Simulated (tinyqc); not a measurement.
Field-effect mobility of a thin-film transistor with band-tail and deep states (multiple trapping). Changing the tail width E_t. Computed by tinyqc, a small Python program. Command: `OMP_NUM_THREADS=1 python tinyqc.py 3031232 3031233 out.jsonl tft sweep`. One thread of a shared host (Intel(R) Xeon(R) Processor @ 2.30GHz), about 0.1 s of CPU time with the checks.

A thick film in accumulation at small drain voltage. Only free electrons move; trapped ones still screen the gate. N_c and mu_0 are held fixed when T changes, leaving out the T^(3/2) growth of N_c. x = E_0 - psi is the distance of the Fermi level below the band edge.

Inputs (values chosen for the exercise, modelled on amorphous silicon):

| quantity | value | unit |
|---|---|---|
| permittivity eps | 11.8 | - |
| effective density of states N_c | 2.1e+20 | 1/cm^3 |
| band mobility mu_0 | 9.3 | cm^2/(V s) |
| tail density at the edge g_t | 4.9e+21 | 1/(eV cm^3) |
| deep-state density g_d | 1.3e+17 | 1/(eV cm^3) |
| flat-band Fermi level below the edge, E_0 | 0.55 | eV |
| equivalent oxide thickness t | 25 | nm |
| surface band bending psi_s as a fraction of E_0 | 0.92 | - |
| temperature T | 300 | K |

Deep states: included.

Constants: k_B = 8.617333262e-05 eV/K; e = 1.602176634e-19 C; eps_0 = 8.8541878128e-12 F/m.

Method:
- F_j(eta) = int_0^infinity x^j/(1 + exp(x - eta)) dx, without a gamma-function factor.
- Integrals over x = E/(k_B T) use 160 Gauss-Legendre points in u = sqrt(x) from 0 to sqrt(max(eta, 0) + 32).
- Free n(x) = N_c (2/sqrt(pi)) F_1/2(-x/k_B T), with F_1/2 from its two-term series in exp(-x/k_B T) for x >= 12 k_B T; tail n_t(x) = int_0^1.2eV g_t exp(-E/E_t)/(1 + exp((x - E)/k_B T)) dE, E counted down from the edge, 120 Gauss-Legendre points; deep charge g_d psi; space charge rho(psi) = n + n_t + g_d psi less its value at psi = 0.
- Poisson: F(psi) = sqrt((2 e/(eps eps_0)) int_0^psi rho dpsi'); V_G - V_FB = psi_s + eps F(psi_s) t/3.9; free sheet density N_f = int (n - n(E_0))/F dpsi; induced sheet density N_i = eps eps_0 F(psi_s)/e; trapezoid rule on 301 even points in psi, the first interval left out of N_f.
- mu_eff = mu_0 N_f/N_i; field-effect mobility mu_FE = mu_0 e (dN_f/dV_G)/C_ox and swing S = dV_G/dlog10(N_f), by a central difference of +/- 2 mV in psi_s; C_ox = 3.9 eps_0/t.

One run for each value:

| tail width E_t (meV) | effective mobility mu_eff (cm^2/(V s)) | V_G - V_FB (V) | swing S (mV/decade) |
|---|---|---|---|
| 12.0 | 5.8176 | 5.455 | 9969 |
| 21.7 | 3.6097 | 6.650 | 10623 |
| 31.4 | 2.0230 | 8.322 | 10377 |
| 41.1 | 1.1635 | 10.335 | 9917 |
| 50.9 | 0.7173 | 12.596 | 9581 |
| 60.6 | 0.4774 | 14.973 | 9376 |
| 70.3 | 0.3371 | 17.427 | 9258 |
| 80.0 | 0.2498 | 19.912 | 9200 |

Describe the trends.

Over the rows, effective mobility mu_eff (cm^2/(V s)) falls from 5.82 to 0.250 (exponent d ln y / d ln x -0.81 between the first rows and -2.3 between the last); V_G - V_FB (V) rises from 5.46 to 19.9 (exponent d ln y / d ln x 0.33 between the first rows and 1.0 between the last); swing S (mV/decade) goes from 9970 through a maximum among these rows, 10600 at 21.7, to 9200.

Caution (rows 60.6, 70.3, 80.0): the oxide field exceeds 5 MV/cm, near the limit of use.

Extremes, crossings and ranges named in words are read from the listed rows.
